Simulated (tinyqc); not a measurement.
Inside a calculation. Model: binary melting diagram from solution models of liquid and solid. Computed by tinyqc, a small Python program that keeps every step. Command: `OMP_NUM_THREADS=1 python tinyqc.py 3012790 3012791 out.jsonl melt walk`. One thread of a shared host (Intel(R) Xeon(R) Processor @ 2.30GHz), about 0.01 s of CPU time with the checks. Intermediate numbers are printed to about 7 digits and carried at full precision; extremes and crossings named in words are read from the listed rows.

x is the fraction of B. In a phase with interaction L: mu_A = G_A + R T ln(1 - x) + L x^2, mu_B = G_B + R T ln x + L (1 - x)^2. Melting: G(liquid) - G(solid) = H (1 - T/T_m) for each pure component.

Inputs (values chosen for the exercise, modelled on Si-Ge): melting point T_A = 1687 K; melting point T_B = 1211 K; heat of melting H_A = 51.2 kJ/mol; heat of melting H_B = 36.6 kJ/mol; liquid interaction L_L = 6 kJ/mol; solid interaction L_S = 3.4 kJ/mol; position of T, (T - T_A)/(T_B - T_A) = 0.32; dilute content c0 of B = 0.0014; growth number V delta/D = 0.43.

Diagram: complete solid solution (lens).

Constants: R = 8.314462618 J/(mol K).

## Temperature and melting free energies

T = T_A + u (T_B - T_A). The ideal solution has k_A = exp(dG_A/(R T)) = (1 - xs)/(1 - xl) and k_B = exp(dG_B/(R T)) = xs/xl, so xl = (1 - k_A)/(k_B - k_A).

T = 1534.68 K

dG_A = 4.622871 kJ/mol

dG_B = -9.782566 kJ/mol

ideal liquidus xl = 0.4491713

ideal solidus xs = 0.2086687

## Tie line by Newton steps

Equal potentials: F_A = dG_A + R T ln[(1 - xl)/(1 - xs)] + L_L xl^2 - L_S xs^2 = 0, F_B = dG_B + R T ln(xl/xs) + L_L (1 - xl)^2 - L_S (1 - xs)^2 = 0. Newton steps from the ideal values with the exact Jacobian, halved if x would leave (0, 1); stop below 1e-12, residuals under 1e-7 shown as 0.

Iteration:
```
step         xl         xs   F_A (kJ/mol)   F_B (kJ/mol)
1     0.4491713  0.2086687   1.062484e+00  -3.086243e-01
2     0.5307455  0.2350192  -1.106804e-01  -5.650720e-02
3     0.5223034  0.2307021  -1.473800e-03   9.122162e-04
4     0.5222225  0.2306901  -1.426226e-07              0
5     0.5222225  0.2306901              0              0
```

liquidus xl = 0.5222225

solidus xs = 0.2306901

The interactions move the liquidus by +0.0731 and the solidus by +0.0220; the lens is 1.21 times as wide as the ideal one here.

## Dilute B in A: partition coefficient and slope

At T_A, k0 = exp[(dG_B(T_A) + L_L - L_S)/(R T_A)]; van 't Hoff: m_L = -R T_A^2 (1 - k0)/H_A per unit fraction. Burton-Prim-Slichter: k_eff = k0/[k0 + (1 - k0) exp(-V delta/D)]. Freezing range of c0: |m_L| c0 |1 - k0|/k0.

partition coefficient k0 = 0.4315915

liquidus slope m_L = -262.6969 K

effective coefficient k_eff = 0.5385829

freezing range = 0.4843627 K

k0 < 1: the solid rejects B and B lowers the melting point. Faster growth moves k_eff towards 1.

## Solute along a frozen bar

For the solid at frozen fraction f, relative to c0. Lever rule: k0/[1 - (1 - k0) f]. Scheil (no diffusion in the solid, mixed liquid): k (1 - f)^(k - 1), with k0 and with k_eff. One zone pass with a zone a tenth of the bar long: 1 - (1 - k0) exp(-10 k0 f).

Ratio c_s/c0:
```
f    lever rule  Scheil, k0  Scheil, k_eff  one zone pass
0.0   0.4315915    0.431591       0.538583      0.4315915
0.1   0.4576020    0.458228       0.565413      0.6308331
0.3   0.5203173    0.528592       0.634932      0.8442790
0.5   0.6029534    0.640001       0.741571      0.9343142
0.7   0.7167936    0.855621       0.938680      0.9722926
0.8   0.7915142    1.077391       1.131799      0.9820047
0.9   0.8836259    1.597649       1.558367      0.9883125
```

All but the k_eff column start at k0 = 0.432. At f = 0.9 Scheil gives 1.60 against 0.884 for the lever rule, since the solid keeps what it took and the last liquid is richer in B. Scheil passes c0 at f = 0.772. Last over first value: 3.70 with k0 and 2.89 with k_eff, so faster growth gives the more even bar.

## The lens

The formulas are those given above.

Liquidus and solidus:
```
T (K)         xl         xs   ideal xl   ideal xs
1663   0.0908313  0.0385676  0.0793405  0.0295406
1592   0.3456276  0.1457801  0.2952085  0.1236866
1520   0.5619752  0.2530233  0.4857242  0.2319882
1449   0.7225514  0.3693875  0.6462539  0.3557192
1378   0.8381888  0.5092635  0.7805278  0.5024248
1306   0.9222917  0.6892062  0.8910641  0.6840309
1235   0.9830283  0.9138914  0.9762513  0.9096689
```

The lens is widest among these rows at 1449 K (0.353 in x, ideal 0.291). L_L - L_S = +2.6 kJ/mol, relative to the mixed solid, penalises the mixed liquid, and the liquidus lies above the ideal one in every row.

Checks made by the program: tie line against the common tangent on 20001 points (relative difference 4e-05); k0 and m_L against a tie line 0.01 K from T_A (relative difference 8e-06).
